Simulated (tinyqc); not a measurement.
## Phase-change memory cell, resistance drift and retention: drift of neighbouring levels

The amorphous state follows Ra = R0 (t/t0)^nu exp[(q Ec/kB)(1/T - 1/(300 K))], with nu taken as independent of T. An intermediate level follows the logarithmic mixing rule ln R = (1 - fa) ln Rc + fa ln Ra with constant Rc. The time to lose the data by crystallisation is tr = tx exp[(q Ex/kB)(1/T - 1/Tx)]; 1 year = 3.15576e7 s. These are empirical laws.

Two intermediate levels, fa and 0.59, and the amorphous state at temperature T. A fixed threshold is set at the geometric mean of the two intermediate levels at t0.

Inputs (values chosen for the exercise); values of the order found in chalcogenide phase-change cells:
- R0 = 0.55 Mohm (resistance of the amorphous state at t0 and 300 K)
- t0 = 0.001 s (reference time)
- nu = 0.129 (drift exponent)
- Ec = 0.27 eV (activation energy of conduction)
- T = 328 K (operating temperature)
- fa = 0.44 (amorphous share of an intermediate level)
- Rc = 14 kohm (resistance of the crystalline state)

Constants: q = 1.602176634e-19 C, kB = 1.380649e-23 J/K. Results are converted to the units shown.

Drift of neighbouring levels:
```
t (s)  lower level (Mohm)  upper level (Mohm)  Ra (Mohm)  lower level/threshold
0.001            0.047558            0.072157    0.22551                0.81184
0.01             0.054198            0.085978    0.30350                0.92519
0.1              0.061765             0.10245    0.40847                 1.0544
1                0.070389             0.12207    0.54974                 1.2016
10               0.080216             0.14545    0.73988                 1.3693
100              0.091416             0.17331    0.99577                 1.5605
1000              0.10418             0.20651     1.3402                 1.7784
10000             0.11873             0.24606     1.8037                 2.0267
1e5               0.13530             0.29320     2.4275                 2.3097
```

Over eight decades Ra grows by a factor of 10.8, the upper level by 4.06 and the lower by 2.84, so their ratio widens from 1.52 to 2.17. The lower level crosses the fixed threshold by t = 0.1 s among the rows and would then be misread.

Program tinyqc, `OMP_NUM_THREADS=1 python tinyqc.py 2880111 2880112 out.jsonl`; Intel Xeon 2.30GHz, shared host, one thread, about 0.01 s.
